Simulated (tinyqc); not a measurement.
# Delay unit and parasitic delay from two ring oscillators

Question. A ring of 51 inverters oscillates at 1/(2 x 51 d), with stage delay d = tau (h + p) for fan-out h. Find tau, p and the delay at fan-out 4.

frequencies of 51-stage ring oscillators with fan-out 1 and 5 (GHz): [0.49816675, 0.18970436]

Solution. d is a straight line in h with slope tau and intercept tau p.

tau = 8.000 ps
p = 1.460
delay at fan-out 4 = 43.68 ps

tinyqc, about 0.01 s, one thread, Intel Xeon 2.30GHz (shared host): `OMP_NUM_THREADS=1 python tinyqc.py 2082079 2082080 out.jsonl`
